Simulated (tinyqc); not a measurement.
Ellipsometry and reflectance of a transparent film on an absorbing substrate: effect of the angle of incidence.

Air (index 1), film, substrate with N2 = n2 - i k2; time factor exp(+i w t). q_j = sqrt(N_j^2 - sin^2 th), root with positive real part. Fresnel coefficients r_s = (q_a - q_b)/(q_a + q_b), r_p = (N_b^2 q_a - N_a^2 q_b)/(N_b^2 q_a + N_a^2 q_b). tan(Psi) exp(i Delta) = R_p/R_s, Delta taken from 0 to 360 degrees.

beta = 2 pi d q1/lam, X = exp(-2 i beta), R = (r01 + r12 X)/(1 + r01 r12 X) for p and s. dDelta/dd is the derivative of Delta; period lam/(2 q1).

Values chosen for this exercise; indices close to those of silicon nitride on silicon: wavelength lam = 800 nm; index of the transparent film n1 = 2.008; film thickness d = 63 nm; index of the substrate n2 = 3.692; extinction coefficient of the substrate k2 = 0.0065.

Effect of the angle of incidence:

| th (degrees) | Psi (degrees) | Delta (degrees) | \|R_p\|^2 | \|R_s\|^2 | dDelta/dd (degrees/nm) | period (nm) |
|---|---|---|---|---|---|---|
| 50 | 28.160 | 141.15 | 0.077934 | 0.27199 | -0.91457 | 215.50 |
| 55 | 25.237 | 128.53 | 0.069691 | 0.31369 | -1.1403 | 218.18 |
| 60 | 22.913 | 111.93 | 0.065162 | 0.36471 | -1.3168 | 220.79 |
| 65 | 21.933 | 91.255 | 0.069231 | 0.42698 | -1.2947 | 223.23 |
| 70 | 23.034 | 68.599 | 0.090883 | 0.50275 | -0.99371 | 225.41 |
| 75 | 26.415 | 47.407 | 0.14673 | 0.59469 | -0.59429 | 227.22 |
| 80 | 31.638 | 29.375 | 0.26794 | 0.70584 | -0.29460 | 228.58 |
| 85 | 38.040 | 14.004 | 0.51402 | 0.83966 | -0.11569 | 229.43 |

Read the table: what changes, and by how much?

Psi goes from 28.2 through a minimum of 21.9 (at th = 65 among the rows listed) to 38.0 degrees and |R_p|^2 goes from 0.0779 through a minimum of 0.0652 (at th = 60 among the rows listed) to 0.514. The slope of Delta is largest in size, 1.32 degrees/nm, at th = 60 among the rows. The bare substrate has its smallest |R_p| near arctan(n2) = 74.8 degrees.

tinyqc, about 0.3 s, one thread, Intel Xeon 2.30GHz (shared host): `OMP_NUM_THREADS=1 python tinyqc.py 2870172 2870173 out.jsonl`
